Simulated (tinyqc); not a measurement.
Global model of a low-pressure process discharge: electron temperature, density, ion flux and ion energy: one step, computed by the program tinyqc.

Maxwellian electrons with temperature T_e in eV, one positive ion, no negative ions, uniform bulk density n; rate constants have the Arrhenius form.

Problem. Biased electrode. All bias power goes to ions: V_b = P_b/(J pi r^2). Debye length at the sheath edge lambda_D = sqrt(eps_0 T_e/(e h_L n)); Child-law sheath s = (sqrt2/3) lambda_D (2 V/T_e)^(3/4), V = V_b + V_s; ion transit time tau_i = 3 s sqrt(M/(2 e V)); collisions in the sheath s/lambda_i.

Inputs (values chosen for the exercise, of the order of those of an inductive discharge in a simple atomic gas):
```
quantity,value,unit
ion mass M,35.5,u
gas temperature T_g,400,K
radius R,21,cm
height L,14,cm
bias power P_b,49,W
radius of the biased electrode,15,cm
bias frequency,27,MHz
```

ion current density J = 1.201831 mA/cm^2

T_e = 1.650791 eV

h_L = 0.1397740

plasma density n = 2.533635e+11 1/cm^3

wall potential V_s = 7.626516 V

ion mean free path = 0.2008217 cm

Constants: eps_0 = 8.8541878128e-12 F/m; e = 1.602176634e-19 C; u = 1.6605390666e-27 kg.

Give: bias voltage V_b; lambda_D; sheath width s; ion transit time; transit time over bias period; s/lambda_i.

Solution.

bias voltage V_b = 57.68 V

lambda_D = 50.76 micrometre

sheath width s = 0.6347 mm

ion transit time = 101.1 ns

transit time over bias period = 2.729

s/lambda_i = 0.3161

Caution: at so short an ion path the formulas for h_L and h_R give way to the ambipolar-diffusion limit.
